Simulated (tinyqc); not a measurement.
## Surface Green function of a chain with one s and one p orbital a site, Sancho-Rubio decimation: effect of the broadening

A semi-infinite lead of cells 0, 1, 2, ... with H0 inside a cell and H1 = <cell i|H|cell i + 1>. H1 = [[-vss, vsp], [-vsp, vpp]]. z = E + i eta.

Start with e_s = e = H0, a = H1, b = H1^dagger. Each round: g = (z - e)^(-1); e_s <- e_s + a g b; e <- e + a g b + b g a; a <- a g a; b <- b g b (all with the old a, b). Round k joins cells 2^k apart. Stop when the largest entry of the matrices a and b is below 1e-12 eV; g_s = (z - e_s)^(-1), bulk (z - e)^(-1), density of states -Im Tr/pi. The last column counts the steps of the plain recursion g <- (z - H0 - H1 g H1^dagger)^(-1), one cell a step from g = (z - H0)^(-1), until no entry changes by more than 1e-8 1/eV.

Parameters, values chosen for the exercise: energy E = -3.5 eV.

H0 (eV):
```
,s,p
s,-2.13,0
p,0,1.86
```

H1 (eV):
```
,s,p
s,-1,1.01
p,-1.01,1.13
```

Result of one run:
```
eta (eV),rounds,surface density of states (1/eV),plain steps
0.01,12,0.3318,1045
```

What becomes of these results when the broadening eta is changed from 0.01 to 0.1 eV, all else the same?

Result of the changed run:
```
eta (eV),rounds,surface density of states (1/eV),plain steps
0.1,9,0.3061,104
```

The whole series:
```
eta (eV),rounds,surface density of states (1/eV),plain steps
0.3,7,0.2607,35
0.1,9,0.3061,104
0.04,10,0.3228,261
0.02,11,0.3287,522
0.01,12,0.3318,1045
0.004,13,0.3336,2613
```

The rounds go from 7 to 13 and the plain steps from 35 to 2613. Inside a band the plain recursion needs a number of steps that grows as 1/eta, the decimation only as log2(1/eta). The density of states tends to 0.3348 1/eV as eta goes to zero; the first row is 22 % below that and the last 0.37 % below it.

Program tinyqc, `OMP_NUM_THREADS=1 python tinyqc.py 2680040 2680041 out.jsonl`; Intel Xeon 2.30GHz, shared host, one thread, about 0.05 s.
